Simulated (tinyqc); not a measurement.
Against the Fermi level: single-band model of a thermoelectric material. Computed by tinyqc, a small Python program. Command: `OMP_NUM_THREADS=1 python tinyqc.py 3019726 3019727 out.jsonl thermo walk`. One thread of a shared host (Intel(R) Xeon(R) Processor @ 2.30GHz), about 0.01 s of CPU time with the checks.

One spherical band, one scattering law, no minority carriers and no phonon drag. In a real material minority carriers limit |S| to about E_g/(2 e T), so larger values are formal. eta = E_F/(k_B T) is counted from the band edge; f = 1/(1 + exp(x - eta)).

Inputs (values chosen for the exercise, for a model material): density-of-states mass m = 1.5 m_0; mobility parameter mu_300 = 400 cm^2/(V s); temperature exponent p = 2; lattice thermal conductivity kappa_L = 3.7 W/(m K); temperature T = 1160 K.

Band: parabolic. Scattering: acoustic phonons, r = -0.5.

Constants: k_B = 8.617333262e-05 eV/K; e = 1.602176634e-19 C; m_0 = 9.1093837015e-31 kg; k_B = 1.380649e-23 J/K; hbar = 1.054571817e-34 J s.

Method:
- With x = E/(k_B T), a = alpha k_B T (0 for a parabolic band), G = x (1 + a x), D = 1 + 2 a x and <y> = int y f (1 - f) dx, f = 1/(1 + exp(x - eta)): tau = tau_0 G^r/D; transport function s = G^(3/2 + r)/D^2; n = N_0 <G^(3/2)> with N_0 = (2 m k_B T)^(3/2)/(3 pi^2 hbar^3).
- Integrals over x = E/(k_B T) use 160 Gauss-Legendre points in u = sqrt(x) from 0 to sqrt(max(eta, 0) + 32).
- sigma = e mu_0 N_0 <s> with mu_0 = e tau_0/m = mu_300 (T/300 K)^(-p); |S| = (k_B/e)(<x s>/<s> - eta); Lorenz number L = (k_B/e)^2 (<x^2 s>/<s> - (<x s>/<s>)^2); kappa_e = L sigma T; zT = S^2 sigma T/(kappa_L + kappa_e).

The same material at other dopings:
```
eta  n (1/cm^3)  |S| (microvolt/K)  sigma (S/cm)  power factor (microwatt/(cm K^2))       zT
-4   6.3789e+18             517.82    2.0514e+01                              5.501  0.17082
-3   1.7152e+19             432.97    5.4916e+01                             10.295  0.31466
-2   4.5322e+19             350.24    1.4346e+02                             17.598  0.51666
-1   1.1490e+20             272.49    3.5406e+02                             26.289  0.70365
0    2.6820e+20             204.50    7.8343e+02                             32.764  0.73571
1    5.5230e+20             150.88    1.4843e+03                             33.788  0.58789
2    9.8977e+20             112.39    2.4040e+03                             30.365  0.39684
4    2.2824e+21              68.22    4.5415e+03                             21.133  0.16638
6    4.0123e+21              46.95    6.7843e+03                             14.952  0.08127
10   8.4422e+21              28.35    1.1303e+04                              9.081  0.03037
```

What does the comparison show, and why?

|S| falls and sigma rises with eta, so their product S^2 sigma peaks: among these rows at eta = 1, and zT at eta = 0, where |S| = 205 microvolt/K. zT stays above 90 % of its best row from n = 1.1e20 to 2.7e20 per cm^3.

Extremes, crossings and ranges named in words are read from the listed rows.
